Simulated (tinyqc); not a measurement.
Heisenberg magnet: exchange from energy differences, ordering vector, linear spin waves and ordering temperature: one step, computed by the program tinyqc.

H = -sum over pairs <ij> J_ij S_i.S_j - K sum_i (S_i^z)^2, each pair once, J > 0 ferromagnetic. First neighbours: 4 at a (1, 0), second: 4 at a (1, 1), with all permutations and signs.

Task: Energies of ordered states. J(q) = J1 g1(q) + J2 g2(q), g_s(q) = sum over shell s of cos(q.R). A classical spiral or collinear state of wave vector Q has the exchange energy -(S^2/2) J(Q) per site.

Inputs (values chosen for the exercise, for a model magnet): exchange J1 = -9.22 meV; exchange J2 = 0.53 meV; spin S = 1.5.

Lattice: square.

Give: States, Q in 2 pi/a.

Result:

States, Q in 2 pi/a:

| Q | g1 | g2 | energy (meV/site) |
|---|---|---|---|
| G (0, 0) | 4 | 4 | 39.105 |
| X (0.5, 0) | 0 | -4 | 2.385 |
| M (0.5, 0.5) | -4 | 4 | -43.875 |

The lowest of these is M (0.5, 0.5), 46.260 meV per site below X (0.5, 0).
